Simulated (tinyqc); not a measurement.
One-dimensional ballistic tunnel FET, two-band WKB: two steps of the calculation.

A p-type source for x < 0 with its Fermi level at 0 and its valence edge at ds; in the channel the bands fall as D exp(-x/lam) towards their flat values, with the conduction edge at Ec = ds - dP and D = dP + Eg. The gate moves dP one to one. The drain Fermi level lies at -Vd and the drain side reflects nothing. For w = E - Ec between 0 and dP an electron crosses the gap. Two-band dispersion with equal masses m: inside the gap kappa = sqrt(m u (1 - u/Eg)/C), u the distance from a band edge, C = hbar^2/(2 m0).

Inputs (values chosen for the exercise); band and dielectric values close to those of indium arsenide:
- T = 350 K (temperature)
- Eg = 0.346 eV (band gap)
- m = 0.028 m0 (band-edge mass of the two-band model)
- lam = 5.6 nm (screening length of the source junction)
- ds = 0.05 eV (source valence edge above the source Fermi level)
- Vd = 0.3 V (drain bias)
- g = 1 (number of degenerate subbands (spin apart))
- dP = 0.43 eV (tunnelling window Ev(source) - Ec(channel))
- w0 = 0.13 eV (energy above the channel conduction edge)
- nc = 7 (cells of the path)
- nE = 13 (points of the energy grid)

Constants: q = 1.602176634e-19 C, kB = 1.380649e-23 J/K, hbar = 1.054571817e-34 J s, h = 6.62607015e-34 J s, m0 = 9.1093837015e-31 kg, Vt = kB T/q, hbar^2/(2 m0) = 0.0380998212 eV nm^2. Results are converted to the units shown.

Question 1. The path through the gap by the midpoint rule. At w = w0 the path runs from xa = lam ln(D/(w + Eg)) to xb = lam ln(D/w); u(x) = w + Eg - D exp(-x/lam) is the height above the valence edge. Cut it into nc equal cells: S = 2 (cell width) times the sum of kappa at the centres.

Give: xa; xb; x; u; kappa; S.

Answer 1.

xa = 2.737 nm
xb = 10.01 nm

```
cell  x (nm)  u (eV)  kappa (1/nm)
0      3.256  0.0421        0.1649
1      4.294  0.1156        0.2378
2      5.333  0.1766        0.2521
3      6.371  0.2272        0.2394
4      7.409  0.2693        0.2094
5      8.448  0.3043        0.1641
6      9.486  0.3334        0.0946
```

S = 2.829

Question 2. Current on a coarse grid. S(w) = 2 lam int_0^Eg kappa(u) du/(w + Eg - u) = 2 pi lam sqrt(m/(C Eg)) [w + Eg/2 - sqrt(w (w + Eg))], T(w) = exp(-S). I = g (2 q^2/h) int_0^dP T(w) [f(E) - f(E + Vd)] dw, E = ds - dP + w, f(x) = 1/(1 + exp(x/Vt)). Simpson's rule on nE equally spaced points.

Find: w; T(w); difference of the f; I.

Answer 2.

```
point   w (eV)       T(w)  difference of the f
0      0.00000  1.4034e-4             0.065834
1      0.03583  0.0089988              0.18779
2      0.07167   0.025362              0.43133
3      0.10750   0.046814              0.71325
4      0.14333   0.071303              0.89050
5      0.17917   0.097371              0.96273
6      0.21500    0.12403              0.98456
7      0.25083    0.15062              0.98293
8      0.28667    0.17673              0.95561
9      0.32250    0.20210              0.87030
10     0.35833    0.22657              0.67215
11     0.39417    0.25007              0.38466
12     0.43000    0.27255              0.16005
```

I = 3.0308 uA

Range of the model: Where S is below about 2 the WKB prefactor of 1 is a rough guess.

Program tinyqc, `OMP_NUM_THREADS=1 python tinyqc.py 2620059 2620060 out.jsonl`; Intel Xeon 2.30GHz, shared host, one thread, about 0.01 s.
